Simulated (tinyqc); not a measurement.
Cabrera-Mott growth of a thin oxide under its own electric field: one step, computed by the program tinyqc. Command: `OMP_NUM_THREADS=1 python tinyqc.py 3027760 3027761 out.jsonl cabrera walk`. One thread of a shared host (Intel(R) Xeon(R) Processor @ 2.30GHz), about 0.01 s of CPU time with the checks.

Electrons cross the film freely and set a fixed potential V across it; the field V/x lowers the barrier for ions entering the oxide.

Question. Thickness after time t. u = u0 exp(-W/(k_B T)), X1 = z b V/(k_B T) with V in volts and k_B T in eV; dx/dt = u exp(X1/x). t(x) = int_(x0)^x dx / (dx/dt) by Gauss-Legendre quadrature (80 points on each side of (x0 + 2 x)/3), solved for x.

Inputs (values chosen for the exercise, for a model metal):
```
quantity                value      unit
Mott potential V          1.2         V
temperature T             300         K
starting thickness x0     2.6  angstrom
time t                 460000         s
```

Backward hops: ignored.

u = 5.209085e-16 angstrom/s

X1 = 51.05988 angstrom

Give: thickness x; rate at time t; field at time t.

Answer.

thickness x = 2.6634 angstrom

rate at time t = 1.1030e-07 angstrom/s

field at time t = 45.055 MV/cm

X1/x = 19.2: the field term still rules. Caution: the starting field or rate is formal: the first layers form as fast as oxygen arrives.
